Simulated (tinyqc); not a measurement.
Inside a calculation: thin-film optics by transfer matrices. Values are carried at full precision from step to step, so a last printed digit may differ when a step is redone from the rounded ones.

Indices N = n + i k. Snell: N0 sin(theta) = N_j sin(theta_j), with Im(N_j cos theta_j) >= 0. Admittance y_j = N_j cos theta_j for s and N_j/cos theta_j for p. Phase delta_j = 2 pi N_j cos theta_j d_j/lambda. Layer matrix [[cos delta, -i sin delta/y], [-i y sin delta, cos delta]], multiplied from the top down to M. (B, C) = M (1, y_sub); r = (y0 B - C)/(y0 B + C), R = |r|^2, T = 4 Re y0 Re y_sub/|y0 B + C|^2, absorbed in the films 1 - R - T.

Values chosen for the exercise (indices near those of resist on Si; shifted at random, so the results belong to these values and not to a real crystal):
```
symbol  value           unit     meaning
lam     633             nm       vacuum wavelength
n0      1                        ambient index
n       (1.619, 3.892)           n of resist, substrate
k       (0, 0.02)                k in the same order
d       (772)           nm       thicknesses, top first
theta   70              degrees  angle of incidence
pol     s                        polarisation
```

## Angles, admittances and phases

Form cos theta_j, y_j and delta_j.

cos theta_j: ambient 0.3420, film 1 0.8143, substrate 0.9704+0.0003i

y_j: ambient 0.3420, film 1 1.3184, substrate 3.7769+0.0206i

delta_j (rad): film 1 10.1027

## Layer matrices and their product

Form each matrix and multiply from the top down.

M:
```
         1        2
1  -0.7789  0.4757i
2  0.8268i  -0.7789
```

Each matrix has determinant 1, and so has M.

## Reflection and transmission

Close the stack on the substrate.

B, C: -0.7887+1.7966i  -2.9418+0.8108i

r = -0.7178-0.2574i
R = 0.5815
T into the substrate = 0.4185
absorbed in the films = 0.0000

The bare substrate would reflect 0.6954.

## Ellipsometric angles

Ellipsometry: rho = tan(Psi) exp(i Delta) = -conj(r_p/r_s) with the r of the admittance formula, Delta in 0 to 360 degrees, so that a bare dielectric at small angles gives Delta = 180.

Repeat the steps for both polarisations.

r_s = -0.7178-0.2574i
r_p = 0.1430-0.3252i
Psi = 24.98 degrees
Delta = 86.00 degrees

## Checks

- R against the recursion of Airy sums from the substrate up: both 0.58146.

Program tinyqc; command `OMP_NUM_THREADS=1 python tinyqc.py 1680722 1680723 out.jsonl`; about 0.02 s on one thread of a shared Intel(R) Xeon(R) Processor @ 2.30GHz.
